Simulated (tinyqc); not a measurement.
# Haynes-Shockley experiment: drift, diffusion and decay of a minority-carrier pulse, step by step

A worked calculation. Computed by tinyqc, a small Python program that keeps every step. Command: `OMP_NUM_THREADS=1 python tinyqc.py 3113906 3113907 out.jsonl haynes walk`. One thread of a shared host (Intel(R) Xeon(R) Processor @ 2.30GHz), about 0.01 s of CPU time with the checks. Intermediate numbers are printed to about 5 digits and carried at full precision; extremes and crossings named in words are read from the listed rows.

A thin sheet of excess carriers is made at x = 0, t = 0 in a long uniform bar; injection is low, so the pulse moves with the minority mobility.

Inputs (values chosen for the exercise, modelled on electrons in p-type germanium in a lightly doped bar):
```
quantity                       value         unit
minority mobility mu            3670   cm^2/(V s)
lifetime tau                     180  microsecond
temperature T                    300            K
field F                           16         V/cm
distance d to the collector     0.86           cm
second distance d2               2.1           cm
injected sheet density N0    2.7e+09       1/cm^2
```

Constants: k_B = 8.617333262e-05 eV/K.

## Transport coefficients

D = mu k_B T/e, v = mu F. Transit time d/v, diffusion length sqrt(D tau), drift length v tau, Peclet number v d/D = e F d/(k_B T).

D = 94.877 cm^2/s

drift velocity v = 58720 cm/s

transit time d/v = 14.646 microsecond

diffusion length = 1306.8 micrometre

drift length v tau = 10.5696 cm

Peclet number = 532.26

The pulse must travel 0.0814 drift lengths.

## The signal at the collector

dn(x, t) = N0/sqrt(4 pi D t) exp(-(x - v t)^2/(4 D t) - t/tau). At fixed x the signal peaks where d ln(dn)/dt = 0: a t^2 + t/2 - x^2/(4 D) = 0 with a = v^2/(4 D) + 1/tau. The full width at half maximum is found by solving dn(x, t) = peak/2 on both sides of the peak.

time of the peak t_p = 14.614 microsecond

peak density = 1.8848e+10 1/cm^3

width at half maximum = 2.1105 microsecond

The peak comes 0.22 % before d/v, since spreading and recombination both weaken the later part of the pulse.

## Shape in time

Times are 0.7, 0.8, 0.9, 0.95, 1, 1.05, 1.1, 1.2 and 1.4 t_p.

Signal at d:
```
t/t_p  t (microsecond)  dn (1/cm^3)     dn/peak
0.70            10.230   6.9383e+02  3.6812e-08
0.80            11.691   2.4238e+07  1.2860e-03
0.90            13.152   4.2945e+09  2.2785e-01
0.95            13.883   1.3278e+10  7.0448e-01
1.00            14.614   1.8848e+10  1.0000e+00
1.05            15.345   1.3729e+10  7.2840e-01
1.10            16.075   5.6205e+09  2.9820e-01
1.20            17.537   2.2314e+08  1.1839e-02
1.40            20.459   4.6785e+03  2.4823e-07
```

At 0.9 and 1.1 t_p the signal is 0.228 and 0.298 of its peak: the trailing side is the wider one.

## Simple reading of the pulse

With w the full width at half maximum: mu = d/(F t_p); D = (w d)^2/(16 ln2 t_p^3); Einstein ratio D/mu against k_B T/e.

apparent mobility = 3678.0 cm^2/(V s)

apparent D = 95.179 cm^2/s

apparent D/mu = 25.878 mV

error of mu = 0.21862 %

error of D = 0.31858 %

The true k_B T/e is 25.85 mV.

## Two distances

Differences remove part of the bias: mu = (d2 - d)/(F (t_p2 - t_p)). The time-integrated signal is A(x) = (N0/u) exp(x (v - u)/(2 D)), u = sqrt(v^2 + 4 D/tau); the simple lifetime is tau = (t_p2 - t_p)/ln(A(d)/A(d2)).

t_p2 = 35.725 microsecond

mobility from two distances = 3671.1 cm^2/(V s)

area ratio A(d)/A(d2) = 1.1245

lifetime from areas = 179.97 microsecond

Errors: mobility +0.03 % (one distance +0.22 %), lifetime -0.02 %.

## How the errors depend on the field

With w that width: mu = d/(F t_p); D = (w d)^2/(16 ln2 t_p^3). The field is scaled by the factors listed.

Errors of the simple reading:
```
factor  F (V/cm)   v d/D  v^2 tau/(4 D)  error of mu (%)  error of D (%)
0.5          8.0   266.1            409          0.49868         0.63771
0.7         11.2   372.6            801          0.33113         0.45532
1.0         16.0   532.3           1635          0.21862         0.31858
1.5         24.0   798.4           3680          0.13892         0.21229
2.5         40.0  1330.7          10221          0.08007         0.12733
4.0         64.0  2129.0          26166          0.04889         0.07956
7.0        112.0  3725.8          80135          0.02747         0.04545
```

The error of mu falls from 0.499 to 0.0275 %. For large v d/D it is about D/(v d) + 2 D/(v^2 tau), here 0.0275 % in the last row: one part from spreading, one from recombination.

Checks made by the program: area of the signal against its closed form (relative difference below 1e-10).
